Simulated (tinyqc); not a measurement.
Inside a calculation. Model: straight dislocations in isotropic elasticity: fields, energies, partials, Peierls stress and walls. Computed by tinyqc, a small Python program that keeps every step. Command: `OMP_NUM_THREADS=1 python tinyqc.py 3002892 3002893 out.jsonl disloc walk`. One thread of a shared host (Intel(R) Xeon(R) Processor @ 2.30GHz), about 0.01 s of CPU time with the checks. Intermediate numbers are printed to about 6 digits and carried at full precision; extremes and crossings named in words are read from the listed rows.

The line runs along z, the glide plane is y = 0, and beta is the angle between b and the line (0 screw, 90 degrees edge): b_e = b sin(beta) along +x with the extra half plane at y > 0, b_s = b cos(beta). Stress is positive in tension.

Inputs (values chosen for the exercise, modelled on silicon):

| quantity | value | unit |
|---|---|---|
| shear modulus G | 66.7 | GPa |
| Poisson ratio nu | 0.222 | - |
| Burgers vector b | 3.84 | angstrom |
| stacking-fault energy gamma | 51.6 | mJ/m^2 |
| dislocation density rho | 3.1e+09 | 1/m^2 |
| core radius r0/b | 1 | - |
| misfit volume of a solute dV | 4.5 | angstrom^3 |
| temperature T | 700 | K |
| unstable fault energy gamma_us | 2210 | mJ/m^2 |
| tilt angle theta | 0.53 | degrees |
| source length l | 140 | nm |

Character: 60-degree.

field point (x, y) (nm): 2.4  3.6

Constants: 1 eV/angstrom^3 = 160.2176634 GPa; k_B = 8.617333262e-05 eV/K.

## Line energy and line tension

Energy factor K = G [cos^2(beta) + sin^2(beta)/(1 - nu)]. E = K b^2/(4 pi) ln(R/r0) with R = 1/(2 sqrt(rho)); tension T = E + d^2E/d(beta)^2 = G b^2 [1 + nu - 3 nu sin^2(beta)]/(4 pi (1 - nu)) ln(R/r0). The core energy is taken into r0.

energy factor K = 80.9745 GPa

ln(R/r0) = 10.0599

line energy E = 59.6601 eV/nm

line tension T = 45.6373 eV/nm

stored energy rho E = 0.0296317 kJ/m^3

T/E = 0.76: bowing turns parts of the line towards the cheaper screw character, so it is soft.

## Stress at a point

With D = G b_e/(2 pi (1 - nu)), S = G b_s/(2 pi), r^2 = x^2 + y^2: s_xx = -D y (3x^2 + y^2)/r^4, s_yy = D y (x^2 - y^2)/r^4, s_xy = D x (x^2 - y^2)/r^4, s_zz = nu (s_xx + s_yy), s_xz = -S y/r^2, s_yz = S x/r^2. Pressure p = -trace/3.

stress (MPa):
```
          x        y        z
x  -1409.62  -223.75  -391.96
y   -223.75  -335.62   261.31
z   -391.96   261.31  -387.44
```

pressure p = 710.894 MPa

The point lies above the glide plane, on the compressed side.

## Force on a second, equal dislocation at that point; binding of a solute

Peach-Koehler force per length on a parallel dislocation with the same b: in the glide plane F_x = s_xy b_e + s_yz b_s, normal to it F_y = -(s_xx b_e + s_xz b_s), which drives climb of the edge part or cross-slip of a screw. A solute with misfit volume dV has the energy p dV, and its dilute concentration is scaled by exp(-p dV/(k_B T)).

glide force F_x = -24.2373 mN/m

normal force F_y = 544.030 mN/m

solute energy = 19.9667 meV

concentration ratio = 0.718201

Along x the second dislocation is attracted towards the plane x = 0, where like edge components stack into a wall. The oversized solute is depleted here.

## Splitting into partials

Shockley partials have b_p = b/sqrt(3) at the angles beta -/+ 30 degrees; their repulsion balances the fault at d = G b_p^2/(8 pi gamma) (2 - nu)/(1 - nu) [1 - 2 nu cos(2 beta)/(2 - nu)].

partial Burgers vector b_p = 2.21703 angstrom

splitting width d = 6.49872 nm

d/b = 16.9238

Widely split: cross-slip and climb need a constriction first.

## Peierls-Nabarro core of the undissociated dislocation

Misfit energy gamma(u) = (gamma_us/2)(1 - cos(2 pi u/b)), so the largest restoring stress is tau_max = pi gamma_us/b; u(x) = b/2 + (b/pi) arctan(x/zeta), zeta = K b/(4 pi tau_max). Summing the misfit energy over atomic rows a' apart gives, for a wide core, W_P = (K b^2/pi) exp(-2 pi zeta/a') and sigma_P = (K b/a') exp(-2 pi zeta/a'); a' = b/2 for edge and 30-degree lines, b sqrt(3)/2 for screw and 60-degree lines.

tau_max = 18.0805 GPa

half width zeta = 1.36854 angstrom

row spacing a' = 3.32554 angstrom

Peierls barrier W_P = 1787.31 meV/nm

Peierls stress sigma_P = 7044.76 MPa

zeta/a' = 0.41 and sigma_P/G = 0.11: the stress falls by a factor e for each a'/(2 pi) of half width. Caution: for a core this narrow higher harmonics of the row sum matter and the wide-core formula is rough. Caution: in covalent crystals lines are dissociated and reconstructed and move by kinks, so this sinusoidal model gives only the trend.

## Strength from dislocations

Frank-Read source, averaged over the loop: tau = G b/(2 pi l) [(1 - nu/2)/(1 - nu)] ln(l/r0). Taylor hardening: tau = 0.3 G b sqrt(rho).

Frank-Read stress = 196.260 MPa

Taylor stress = 0.427818 MPa

Of the source, forest and Peierls stresses the largest here is the Peierls stress. Caution: in covalent crystals the flow stress is largely set by thermally activated glide over the Peierls barrier, which the source and Taylor stresses leave out.

## Low-angle tilt boundary

A symmetric tilt wall of edge dislocations has the spacing h = b/(2 sin(theta/2)); Read-Shockley: gamma_b = E0 theta (A - ln theta), E0 = G b/(4 pi (1 - nu)), A = 1 + ln(b/(2 pi r0)), theta in radians.

spacing h = 41.5126 nm

boundary energy = 93.1843 mJ/m^2

angle of the maximum, exp(A - 1) = 9.11891 degrees

## Character of the line

E = K b^2/(4 pi) ln(R/r0); T = G b^2 [1 + nu - 3 nu sin^2(beta)]/(4 pi (1 - nu)) ln(R/r0).

From screw to edge:

| beta (degrees) | K (GPa) | E (eV/nm) | T (eV/nm) | d (nm) |
|---|---|---|---|---|
| 0 | 66.7000 | 49.1430 | 77.1886 | 4.33465 |
| 15 | 67.9749 | 50.0823 | 74.3706 | 4.52793 |
| 30 | 71.4582 | 52.6487 | 66.6715 | 5.05600 |
| 45 | 76.2163 | 56.1544 | 56.1544 | 5.77736 |
| 60 | 80.9745 | 59.6601 | 45.6373 | 6.49872 |
| 75 | 84.4577 | 62.2264 | 37.9382 | 7.02679 |
| 90 | 85.7326 | 63.1658 | 35.1202 | 7.22008 |

The edge costs 1/(1 - nu) = 1.285 times the screw in energy, yet its tension is only (1 - 2 nu)/(1 + nu) = 0.455 of the screw value, so loops under stress are elongated along b. The edge splits 1.67 times as widely, (2 + nu)/(2 - 3 nu), since there the larger, edge parts of the partials repel with the factor 1/(1 - nu) and the small screw parts attract, while in the screw the roles are exchanged.

Checks made by the program: zero divergence of the stress field, by differences and relative to the size of its gradient (relative difference below 1e-10); splitting against the force between the two partials (relative difference below 1e-10).
